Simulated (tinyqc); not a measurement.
Biaxially strained (001) channel, valley splitting in an inversion layer: one step of the calculation.

A thin layer grown on a relaxed buffer is stretched in the plane. The two valleys with their long axis along the growth direction (D2) sink against the four in-plane ones (D4); confinement in a triangular well splits them too. Only the lowest subband of each set is kept; one relaxation time, so the weakening of intervalley scattering is left out.

Task. Critical thickness by substitution. Critical thickness (Matthews-Blakeslee, 60-degree dislocations): h = bv (1 - nu/4)[ln(h/bv) + 1]/(4 pi e_par (1 + nu)), nu = c12/(c11 + c12). The right side gives h(new); e_par = b1 x.

Parameters, values chosen for the exercise; values close to those of silicon on relaxed silicon-germanium: germanium share of the relaxed buffer x = 0.13; lattice mismatch per unit x b1 = 0.0418; elastic constant c11 = 166 GPa; elastic constant c12 = 65.4 GPa; Burgers vector bv = 0.384 nm.

h at the start = 10 nm

Wanted: h after iteration 1.

Result.

h after iteration 1 = 17.356 nm

Program tinyqc, `OMP_NUM_THREADS=1 python tinyqc.py 2530096 2530097 out.jsonl`; Intel Xeon 2.30GHz, shared host, one thread, about 0.01 s.
